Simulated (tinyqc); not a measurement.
From lone donors to an impurity band: impurity band of shallow donors (Hubbard estimate).

Constants: e^2/(4 pi eps0) = 14.39964547 eV angstrom.

Inputs chosen for the exercise (out of a larger set: near those of two donors in Si; not measured data):
- a = 18.9 angstrom (orbital radius)
- eps = 11.1 (dielectric constant)
- Ns = (0.035, 0.088, 0.21, 0.53, 1.2, 2.6, 5.3) x 1e18/cm^3 (donor densities)

Donors on a simple cubic lattice of spacing R = N^(-1/3) (1/angstrom^3 = 1e24/cm^3), Ha* = q/(eps a), q = e^2/(4 pi eps0), x = R/a. Hopping t = Ha* (1 + x) exp(-x), band width B = 12 t, on-site repulsion U = (5/8) Ha*; the gap closes near B/U = 1.15. Valley factors and disorder are left out.

Results:

| N (1e18/cm^3) | R (angstrom) | N^(1/3) a | t (meV) | B (meV) | B/U |
|---|---|---|---|---|---|
| 0.035 | 305.7 | 0.062 | 0.000111 | 0.00134 | 3.11e-05 |
| 0.088 | 224.8 | 0.084 | 0.00604 | 0.0725 | 0.00169 |
| 0.21 | 168.2 | 0.112 | 0.0926 | 1.11 | 0.0259 |
| 0.53 | 123.6 | 0.153 | 0.749 | 8.99 | 0.209 |
| 1.2 | 94.1 | 0.201 | 2.82 | 33.9 | 0.790 |
| 2.6 | 72.7 | 0.260 | 7.10 | 85.2 | 1.99 |
| 5.3 | 57.4 | 0.330 | 13.3 | 160 | 3.73 |

B/U passes 1.15 between 1.2 and 2.6 x 1e18/cm^3; the root is x = 4.52, N^(1/3) a = 0.221, N = 1.6 x 1e18/cm^3, below the 2.6 that the empirical rule N^(1/3) a = 0.26 gives; the estimate is rough, since random positions, the overlap of the orbitals and screening are left out. While N grows by 151 times, t grows by 1.2e+05 times.

tinyqc: `OMP_NUM_THREADS=1 python tinyqc.py 1282698 1282699 out.jsonl`; about 0.01 s, one thread, shared Intel(R) Xeon(R) Processor @ 2.30GHz.
